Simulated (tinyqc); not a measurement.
CCD on RHF in the sto-3g basis, for H2, spin multiplicity 1, step by step. Computed by tinyqc, a small Python program that keeps every step (integrals from PySCF). Settings: charge = 0, multiplicity = 1, basis = sto-3g, method = RHF, energy threshold = 1e-10, iteration cap = 69, orthogonalisation = symmetric, start = atomic densities, DIIS depth = 6, amplitude equations = CCD, DIIS depth for amplitudes = 0, cap on updates = 69. Command: `OMP_NUM_THREADS=1 python tinyqc.py 23333 23334 out.jsonl` (the two numbers bound the seeds that draw the settings). One thread of a shared host (Intel(R) Xeon(R) Processor @ 2.60GHz), about 0.05 s of CPU time with the checks. The early iterations of the SCF are left out here.

## One-electron integrals

Geometry (angstrom):
```
atom         x         y         z
H     0.000000  0.000000  0.000000
H     0.000000  0.000000  0.768000
```

Basis sto-3g: exponents (1/bohr^2) and contraction coefficients of normalised primitives:
```
element  l (shell)  exponent  coefficient
H            s (1)  3.425251     0.154329
H            s (1)  0.623914     0.535328
H            s (1)  0.168855     0.444635
```

Overlap, kinetic and nuclear-attraction integrals over the contracted functions; the nuclear repulsion is the sum of Za Zb / Rab.

nuclear repulsion = 0.68903283 hartree

overlap S:
```
          1H 1s     2H 1s
1H 1s  1.000000  0.641587
2H 1s  0.641587  1.000000
```

kinetic energy T (hartree):
```
          1H 1s     2H 1s
1H 1s  0.760032  0.220601
2H 1s  0.220601  0.760032
```

nuclear attraction V (hartree):
```
           1H 1s      2H 1s
1H 1s  -1.863151  -1.147388
2H 1s  -1.147388  -1.863151
```

core Hamiltonian H = T + V (hartree):
```
           1H 1s      2H 1s
1H 1s  -1.103119  -0.926788
2H 1s  -0.926788  -1.103119
```

## Two-electron integrals

Functions are numbered as in S; the eight-fold symmetry (ij|kl) = (ji|kl) = (kl|ij) leaves the list below.

Two-electron integrals (ij|kl) in chemists' order, unique and non-zero (hartree):
```
(11|11) 0.774606   (21|11) 0.428747   (21|21) 0.279397   (22|11) 0.559511
(22|21) 0.428747   (22|22) 0.774606
```

## Orthogonalisation

S = U s U^T; symmetric (Loewdin) form X = U s^(-1/2) U^T, so that X^T S X = 1.

eigenvalues of S: 0.358413  1.641587

X:
```
           1H 1s      2H 1s
1H 1s   1.225422  -0.444931
2H 1s  -0.444931   1.225422
```

## Iteration 3 (converged): orbitals

converged F (hartree):
```
           1H 1s      2H 1s
1H 1s  -0.350273  -0.580728
2H 1s  -0.580728  -0.350273
```

Diagonalise F' = X^T F X, C = X C', fill 1 alpha and 1 beta electrons from the bottom; D = 2 C_occ C_occ^T. Each column has its largest component positive (the first on a tie).

F' = X^T F X (hartree):
```
           1          2
1   0.037926  -0.605061
2  -0.605061   0.037926
```

orbital energies (hartree): MO1 -0.567135, MO2 0.642987

coefficients C:
```
            MO1        MO2
1H 1s  0.551891   1.181118
2H 1s  0.551891  -1.181118
```

D after iteration 3:
```
          1H 1s     2H 1s
1H 1s  0.609166  0.609166
2H 1s  0.609166  0.609166
```

## Convergence

Stop when the energy changes by less than 1e-10 hartree and every element of the error matrix X^T (F D S - S D F) X is below 3e-06.

Course of the cycle:
```
iteration  E (hartree)     change  largest element of the error matrix
1          -0.77048576          -                             3.96e-16
2          -1.11465314  -3.44e-01                             2.89e-16
3          -1.11465314   0.000000                             2.89e-16
```

PySCF RHF in the same basis = -1.11465314 hartree

Converged in 3 iterations.

## Integrals over molecular orbitals

(pq|rs) = sum C_ip C_jq C_kr C_ls (ij|kl), one index at a time.

one-electron integrals over orbitals h = C^T H C (hartree):
```
           1          2
1  -1.236551   0.000000
2   0.000000  -0.491980
```

Two-electron integrals over orbitals (pq|rs), unique and non-zero (hartree):
```
(11|11) 0.669416   (21|21) 0.182790   (22|11) 0.658878   (22|22) 0.692537
```

## CCD: starting amplitudes

t_ij^ab = <ij||ab> / (e_i + e_j - e_a - e_b), whose energy is MP2.

Starting amplitudes (spin orbitals 1a, 1b, ...; amplitudes related by a flip of all spins are not repeated):
```
from      to          t
1a 1b  2a 2b  -0.075525
```

correlation energy = -0.01380529 hartree

## CCD: amplitude update 1

t_ij^ab D_ij^ab are set to the remaining terms of the spin-orbital equations, evaluated with the old amplitudes; for the doubles these are <ij||ab> + 1/2 <ab||ef> t_ij^ef + 1/2 <mn||ij> t_mn^ab + P(ij)P(ab) <mb||ej> t_im^ae + terms in t^2, D the orbital-energy denominators.

Amplitudes after update 1 (spin orbitals 1a, 1b, ...; amplitudes related by a flip of all spins are not repeated):
```
from      to          t
1a 1b  2a 2b  -0.103429
```

correlation energy = -0.01890575 hartree

## CCD: amplitude update 2

As before.

Amplitudes after update 2 (spin orbitals 1a, 1b, ...; amplitudes related by a flip of all spins are not repeated):
```
from      to          t
1a 1b  2a 2b  -0.113520
```

correlation energy = -0.02075030 hartree

## CCD: convergence

E_corr = 1/4 sum <ij||ab> t_ij^ab; stop when the norm of the change is below 1e-8.

Course of the amplitude iterations:
```
update  correlation energy (hartree)  norm of the change
0                        -0.01380529                   -
1                        -0.01890575            5.58e-02
2                        -0.02075030            2.02e-02
3                        -0.02141208            7.24e-03
4                        -0.02164883            2.59e-03
5                        -0.02173343            9.26e-04
6                        -0.02176366            3.31e-04
7                        -0.02177445            1.18e-04
8                        -0.02177831            4.22e-05
9                        -0.02177969            1.51e-05
10                       -0.02178018            5.38e-06
11                       -0.02178035            1.92e-06
12                       -0.02178042            6.87e-07
13                       -0.02178044            2.45e-07
14                       -0.02178045            8.76e-08
15                       -0.02178045            3.13e-08
16                       -0.02178045            1.12e-08
17                       -0.02178045            3.99e-09
```

Converged amplitudes (spin orbitals 1a, 1b, ...; amplitudes related by a flip of all spins are not repeated):
```
from      to          t
1a 1b  2a 2b  -0.119156
```

CCD total energy = -1.13643359 hartree

Converged in 17 updates.
